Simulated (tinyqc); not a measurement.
Conduction-band offset of an n-N heterojunction from carrier-profile moments: two steps of the calculation.

Layer 1 (x < 0) accumulates electrons and layer 2 (x > 0) is depleted. Boltzmann statistics. The bands bend down by V1 in layer 1 and up by V2 in layer 2, with V1 + V2 = VD = dE + Vt ln[(N2/Nc2)/(N1/Nc1)].

Values chosen for this exercise; values of the order of III-V alloys:
```
symbol,value,unit,meaning
T,300,K,temperature
eps_r,12.6,,relative permittivity of both layers
Nc1,7.5e17,cm^-3,density of states of the narrow-gap layer 1
Nc2,1.1e18,cm^-3,density of states of the wide-gap layer 2
dE,0.18,eV,conduction-band offset
N1,3.1e16,cm^-3,donor density in layer 1
N2,2.2e16,cm^-3,donor density in layer 2
si,4.2e10,cm^-2,fixed charge at the interface
```

Constants: q = 1.602176634e-19 C, kB = 1.380649e-23 J/K, Vt = kB T/q, eps0 = 8.8541878128e-14 F/cm where lengths are in cm. Results are converted to the units shown.

Task 1. Division of the diffusion potential. Sheet densities from the first integral: Q1 = sqrt((2 eps0 eps_r Vt N1/q)(exp(u1) - u1 - 1)) extra electrons, Q2 = sqrt((2 eps0 eps_r Vt N2/q)(exp(-u2) + u2 - 1)) missing ones, u = V/Vt; neutrality Q1 = Q2 + si. Q1 - Q2 rises steadily with V1, so V1 follows by bisection.

Wanted: VD; V1; V2; Q1; n at x = 0-; n at x = 0+.

Result 1.

VD = 0.16123 V
V1 = 0.049022 V
V2 = 0.11221 V
Q1 = 2.0498e11 cm^-2
n at x = 0- = 2.0649e17 cm^-3
n at x = 0+ = 2.8665e14 cm^-3

n drops across the interface by 720 = (Nc1/Nc2) exp(dE/Vt).

Task 2. Offset from the moments. A C-V profile smears n(x) but keeps its zeroth and first moments: si = -int (N - n) dx, VD = (q/(eps0 eps_r)) int (N - n) x dx, dE = VD - Vt ln[(N2/Nc2)/(N1/Nc1)]. Use the trapezoidal rule on each side.

```
left point  -x (nm)  n in layer 1 (cm^-3)
0                 0            2.06487e17
1             0.557            1.94084e17
2              3.38            1.47502e17
3               9.7            9.45552e16
4              20.5            6.00170e16
5              36.6            4.26921e16
6              58.8            3.50668e16
7              87.8            3.21514e16
8               124            3.12515e16
9               169            3.10387e16
```

```
right point  x (nm)  n in layer 2 (cm^-3)
0                 0            2.86654e14
1              15.8            1.03225e15
2              38.8            3.99577e15
3              65.8            1.01428e16
4              95.6            1.63662e16
5               128            1.99365e16
6               162            2.13424e16
7               198            2.18105e16
8               235            2.19478e16
9               274            2.19866e16
```

Wanted: si; VD; dE.

Result 2.

si = 5.270e10 cm^-2
VD = 0.1601 V
dE = 0.1788 eV

On these few points dE comes out -1.2 meV from the true 0.18 eV, and si misses by 1.1e10 cm^-2, 5.2 % of Q1.

Program tinyqc, `OMP_NUM_THREADS=1 python tinyqc.py 2410012 2410013 out.jsonl`; Intel Xeon 2.30GHz, shared host, one thread, about 0.06 s.
